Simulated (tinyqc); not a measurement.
LDA (VWN5) atom on a uniform radial grid, spin-unpolarised, for He, step by step. Computed by tinyqc, a small Python program that keeps every step. Settings: Z = 2, points = 256, R = 11.5, functional = lda,vwn, mixing = 0.4, iteration cap = 68. Command: `OMP_NUM_THREADS=1 python tinyqc.py 21543 21544 out.jsonl` (the two numbers bound the seeds that draw the settings). One thread of a shared host (Intel(R) Xeon(R) Processor @ 2.60GHz), about 0.4 s of CPU time with the checks. Later iterations appear only in the table of the cycle.

## Iteration 1

Spherical atom on a uniform radial grid r_j = j h with h = R/(N + 1), h sum u^2 = 1 and integrals as h times sums, u(0) = u(R) = 0 (atomic units):
```
parameter            value
Z                        2
points N               256
R                11.500000
h                 0.044747
mixing            0.400000
electrons in 1s          2
```

Three-point differences turn -u''/2 + [l(l+1)/2r^2 - Z/r + V] u = e u into a tridiagonal matrix (diagonal 1/h^2 + potential, off-diagonal -1/2h^2). D = sum f u^2; the Hartree potential y/r solves y'' = -D/r with y(0) = 0, y(R) = N_e; v_xc comes from rho = D/(4 pi r^2); E = sum f e - int D V + int D (V_H/2 + eps_xc); V(new) = V + mixing (V_H + v_xc - V).

eigenvalues (hartree): 1s -1.99601

Every 16th grid point:
```
r            V in     u(1s)         D      V_H       v_xc
0.71595   0.00000   0.96728   1.87126  2.40534   -0.72163
1.43191   0.00000   0.46296   0.42866  1.37909   -0.29879
2.14786   0.00000   0.16618   0.05523  0.93024   -0.12635
2.86381   0.00000   0.05303   0.00562  0.69832   -0.05379
3.57977   0.00000   0.01586   0.00050  0.55869   -0.02264
4.29572   0.00000   0.00456  4.15e-05  0.46558   -0.00933
5.01167   0.00000   0.00127  3.23e-06  0.39907   -0.00377
5.72763   0.00000   0.00035  2.42e-07  0.34918   -0.00149
6.44358   0.00000   0.00009  1.75e-08  0.31039   -0.00059
7.15953   0.00000  2.49e-05  1.24e-09  0.27935   -0.00023
7.87549   0.00000  6.55e-06  8.59e-11  0.25395   -0.00009
8.59144   0.00000  1.71e-06         0  0.23279  -3.44e-05
9.30739   0.00000  4.43e-07         0  0.21488    0.00000
10.02335  0.00000  1.14e-07         0  0.19953    0.00000
10.73930  0.00000  2.77e-08         0  0.18623    0.00000
11.45525  0.00000  1.17e-09         0  0.17459    0.00000
```

total energy = -2.6869972 hartree

## Iteration 2

As before.

eigenvalues (hartree): 1s -1.32236

Every 16th grid point:
```
r            V in     u(1s)         D      V_H       v_xc
0.71595   0.67348   0.94301   1.77855  2.31188   -0.71025
1.43191   0.43212   0.52071   0.54227  1.36636   -0.32095
2.14786   0.32155   0.22337   0.09979  0.92884   -0.15080
2.86381   0.25781   0.08674   0.01505  0.69818   -0.07219
3.57977   0.21442   0.03196   0.00204  0.55868   -0.03467
4.29572   0.18250   0.01141   0.00026  0.46558   -0.01653
5.01167   0.15812   0.00399  3.18e-05  0.39907   -0.00779
5.72763   0.13908   0.00137  3.76e-06  0.34918   -0.00363
6.44358   0.12392   0.00047  4.36e-07  0.31039   -0.00168
7.15953   0.11165   0.00016  4.95e-08  0.27935   -0.00077
7.87549   0.10155   0.00005  5.55e-09  0.25395   -0.00035
8.59144   0.09310  1.75e-05  6.14e-10  0.23279   -0.00016
9.30739   0.08595  5.79e-06  6.71e-11  0.21488   -0.00007
10.02335  0.07981  1.89e-06         0  0.19953  -3.32e-05
10.73930  0.07449  5.69e-07         0  0.18623    0.00000
11.45525  0.06984  2.68e-08         0  0.17459    0.00000
```

total energy = -2.7841736 hartree

## Convergence

Stop when input and output potentials agree to 1e-7.

Course of the cycle (hartree):
```
iteration           E     e(1s)  largest |V(out) - V(in)|
1          -2.6869972  -1.99601                  2.35e+00
2          -2.7841736  -1.32236                  1.20e+00
3          -2.8161479  -0.96768                  5.96e-01
4          -2.8251014  -0.78161                  2.95e-01
5          -2.8273223  -0.68371                  1.49e-01
6          -2.8278390  -0.63172                  7.90e-02
7          -2.8279588  -0.60371                  4.33e-02
8          -2.8279880  -0.58837                  2.43e-02
9          -2.8279958  -0.57983                  1.39e-02
10         -2.8279980  -0.57501                  8.02e-03
11         -2.8279988  -0.57226                  4.67e-03
...               ...       ...                       ...
22         -2.8279991  -0.56847                  1.44e-05
23         -2.8279991  -0.56847                  8.55e-06
24         -2.8279991  -0.56847                  5.08e-06
25         -2.8279991  -0.56846                  3.01e-06
26         -2.8279991  -0.56846                  1.79e-06
27         -2.8279991  -0.56846                  1.06e-06
28         -2.8279991  -0.56846                  6.29e-07
29         -2.8279991  -0.56846                  3.73e-07
30         -2.8279991  -0.56846                  2.21e-07
31         -2.8279991  -0.56846                  1.31e-07
32         -2.8279991  -0.56846                  7.79e-08
```

Converged in 32 iterations. A uniform grid resolves the cusp poorly: for a bare nucleus this grid gives 1s at -1.99601 against -Z^2/2 = -2 hartree. Before convergence this energy mixes input and output and is not variational, so it may rise towards its limit.
